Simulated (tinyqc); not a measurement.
## Stacked nanosheet transistor, parasitic resistance, capacitance and delay: effect of the supply voltage

Ns sheets share one contact on top; each has perimeter p = 2 (Ws + ts) and cross-section A = Ws ts; contact width Wc = Ws + 10 nm, stack height Hs = Ns pv. Sheet 1 is the top one. Contact length Lc = CPP - Lg - 2 Lsp, shared by two neighbouring gates. Source and drain sides are equal. The formulas are first-order estimates, not field solutions.

Epitaxy sheet resistance Rsh = re/te, transfer length LT = sqrt(rc/Rsh), contact Rc = [sqrt(rc Rsh)/Wc] coth(Lc/(2 LT)); extension of one sheet Rx = rx Lsp/A. With N sheets: gate Cg = Cinv p N Lg; per side, plate Cp = ks eps0 [Wc (Hs + Hc) - N A]/Lsp, top fringe Cf = (2/pi) ks eps0 Wc ln(1 + Lg/(2 Lsp)), overlap Co = Cinv p N Lov. One sheet: I = p Q vx u/(1 + |u|^1.8)^(1/1.8), Q = Cinv n Vt ln(1 + exp((Vg' - VT + dl Vd')/(n Vt))), u = Vd' mu/(vx Lg), Vg' = Vgs - v, Vd' = Vds - 2 v, with the drop on each side v_j = Rc sum I + rv (sum over levels k = 2..j of the current of sheets k..Ns) + Rx I_j. Ieff = [I(Vgs = Vdd, Vds = Vdd/2) + I(Vdd/2, Vdd)]/2, total currents. With Cs = Cp + Cf + Co, the load of an inverter of two such devices driving an equal one is CL = 2 (Cg + 2 Cs) + 4 Cs + Cw (own drains counted twice for the Miller effect); delay CL Vdd/(2 Ieff).

Inputs (values chosen for the exercise); values close to those of silicon logic devices:

| symbol | value | unit | meaning |
|---|---|---|---|
| T | 300 | K | temperature |
| Ns | 4 |  | number of sheets |
| Ws | 20 | nm | sheet width |
| ts | 4 | nm | sheet thickness |
| pv | 18 | nm | vertical pitch of the sheets |
| rv | 179 | ohm | vertical resistance between sheet levels |
| CPP | 54 | nm | contacted gate pitch |
| Lg | 14 | nm | gate length |
| Lsp | 5 | nm | spacer length |
| ks | 7 |  | relative permittivity of the spacer |
| Hc | 15 | nm | gate height above the channel stack |
| rc | 3.4e-9 | ohm cm^2 | contact resistivity |
| re | 0.00024 | ohm cm | resistivity of the source-drain epitaxy |
| te | 20 | nm | current-carrying depth of the epitaxy |
| rx | 0.0014 | ohm cm | resistivity of the extension |
| Lov | 1 | nm | gate overlap |
| Cinv | 2.9 | uF/cm^2 | inversion capacitance |
| vx | 8.7e6 | cm/s | injection velocity |
| mu | 170 | cm^2/(V s) | apparent mobility |
| VT | 0.27 | V | threshold at zero drain voltage |
| dl | 0.047 | V/V | barrier lowering |
| n | 1.24 |  | subthreshold factor |
| Cw | 0.33 | fF | wire load |

Constants: q = 1.602176634e-19 C, kB = 1.380649e-23 J/K, eps0 = 8.8541878128e-12 F/m, Vt = kB T/q. Results are converted to the units shown.

The same in every row: Rc (ohm) = 775.5; Rx/N (ohm) = 218.8; CL (aF) = 765.8.

Results:
```
Vdd (V)	Ieff (uA)	delay (ps)
0.45	27.63	6.236
0.55	44.86	4.694
0.65	63.85	3.898
0.75	83.52	3.438
0.95	123.1	2.954
```

Estimate the missing row, Vdd = 0.85 V.

Computed row:
```
Vdd (V)	Ieff (uA)	delay (ps)
0.85	103.3	3.149
```

With this row back in the table: As Vdd goes from 0.45 to 0.95 V, Ieff rises from 27.6 to 123 uA, CL stays at 766 aF and the delay falls from 6.24 to 2.95 ps.

Numbers from tinyqc (`OMP_NUM_THREADS=1 python tinyqc.py 2170087 2170088 out.jsonl`; about 0.08 s on one thread of a shared Intel Xeon 2.30GHz).
